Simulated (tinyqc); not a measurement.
Raman shift of the zone-centre optical phonon of a diamond-structure crystal under stress: one step, computed by the program tinyqc.

Axes x, y, z are the cube axes. Strain shifts the threefold optical mode and can split it; p, q and r are the phonon deformation potentials.

Problem. Heating mistaken for stress. A temperature above 300 K shifts the line by (d omega/dT)(T - 300 K); divided by the shift per stress it poses as a stress; the total shift adds it to the shift of the observed line. The anti-Stokes to Stokes ratio is [(omega_L + omega_0)/(omega_L - omega_0)]^3 exp(-h c omega_0/(k_B T)) in photon counts, omega_L = 1/wavelength, resonance effects left out.

Inputs (values chosen for the exercise, modelled on silicon):
```
quantity                             value      unit
unstrained frequency omega_0         520.2      1/cm
temperature coefficient d omega/dT  -0.023  1/(cm K)
local temperature T                    360         K
laser wavelength                     632.8        nm
```

Stress state: hydrostatic. Axis: none.

shift per stress = -5.490470 1/(cm GPa)

shift of the observed line = -13.17713 1/cm

Constants: h = 6.62607015e-34 J s; c = 299792458 m/s; k_B = 1.380649e-23 J/K.

Give: thermal shift; apparent stress from heating; total shift; anti-Stokes/Stokes ratio.

Solution.

thermal shift = -1.38 1/cm

apparent stress from heating = 0.25134 GPa

total shift = -14.557 1/cm

anti-Stokes/Stokes ratio = 0.15237

Caution: this stress has components normal to the (001) face, so it cannot reach a free (001) surface; it can act on buried material.
